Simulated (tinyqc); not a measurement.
Changing the film thickness t: the 3-omega method: a line heater on a substrate with a thin film. Computed by tinyqc, a small Python program. Command: `OMP_NUM_THREADS=1 python tinyqc.py 3026323 3026324 out.jsonl threeomega sweep`. One thread of a shared host (Intel(R) Xeon(R) Processor @ 2.30GHz), about 0.02 s of CPU time with the checks.

A current at angular frequency omega = 2 pi f heats the line at 2 omega with the amplitude P per length; the temperature swing Delta T at 2 omega gives a voltage at 3 omega. The substrate is taken as semi-infinite and isotropic, and the heat capacity of heater and film is left out.

Inputs (values chosen for the exercise, modelled on alumina on gallium oxide): substrate conductivity kappa = 21.6 W/(m K); substrate heat capacity C = 3.4 1e6 J/(m^3 K); heater half-width b = 9.3 micrometre; power amplitude per length P = 20 W/m; current frequency f = 71 Hz; film conductivity kappa_f = 1.5 W/(m K); interface resistance R_i = 14 m^2 K/GW; substrate thickness d_s = 725 micrometre; temperature coefficient of resistance beta = 2.5 1e-3/K; voltage amplitude V_1 = 2.2 V.

Method:
- D = kappa/C; q = sqrt(2 i omega/D); penetration depth 1/|q| = sqrt(D/(2 omega)).
- Delta T_s = (P/(pi kappa)) int_0^infinity (sin x/x)^2 / sqrt(x^2 + (q b)^2) dx with (q b)^2 = i |q b|^2, averaged over the heater width (12 Gauss-Legendre points on each of the pieces 0, 14 log-spaced edges from 1e-5 to 1, and multiples of pi to 40 pi; the tail adds 1/(4 (40 pi)^2)).
- For |q| b much below 1: Delta T_s = (P/(pi kappa)) [-ln(|q| b) + eta - i pi/4], eta = 3/2 - C_E = 0.92278, with Euler's C_E = 0.5772157.
- One-dimensional flow across the film: Delta T_f = P (t/kappa_f + R_i)/(2 b); total in-phase swing Delta T = Delta T_s + Delta T_f; third-harmonic amplitude V_3 = V_1 beta |Delta T|/2 with the out-of-phase part included; the apparent film conductivity is t/(t/kappa_f + R_i).

One run for each value:
```
film thickness t (nm)  apparent film conductivity (W/(m K))  Delta T_f (K)  film share of the in-phase swing
10                                                    0.484          0.022                            0.0235
19                                                    0.713          0.029                            0.0301
38                                                    0.966          0.042                            0.0438
140                                                   1.304          0.115                            0.1112
270                                                   1.392          0.209                            0.1844
530                                                   1.443          0.395                            0.2998
1000                                                  1.469          0.732                            0.4424
2000                                                  1.484          1.449                            0.6110
```

Give the missing row, film thickness t (nm) = 73.

Computed row:
```
film thickness t (nm)  apparent film conductivity (W/(m K))  Delta T_f (K)  film share of the in-phase swing
73                                                    1.165          0.067                            0.0681
```

Interpolating between the two neighbouring rows (the first column on a logarithmic scale, the others too where they are positive) misses most in Delta T_f (K), by 3.8 %. Over the rows, apparent film conductivity (W/(m K)) rises from 0.484 to 1.48 (exponent d ln y / d ln x 0.60 between the first rows and 0.015 between the last); Delta T_f (K) rises from 0.0222 to 1.45 (exponent d ln y / d ln x 0.40 between the first rows and 0.99 between the last); film share of the in-phase swing rises from 0.0235 to 0.611 (exponent d ln y / d ln x 0.39 between the first rows and 0.47 between the last). The film resistance t/kappa_f + R_i is a straight line in t: its slope gives kappa_f = 1.5 W/(m K) and its intercept R_i; the two terms are equal at t = 21.0 nm.
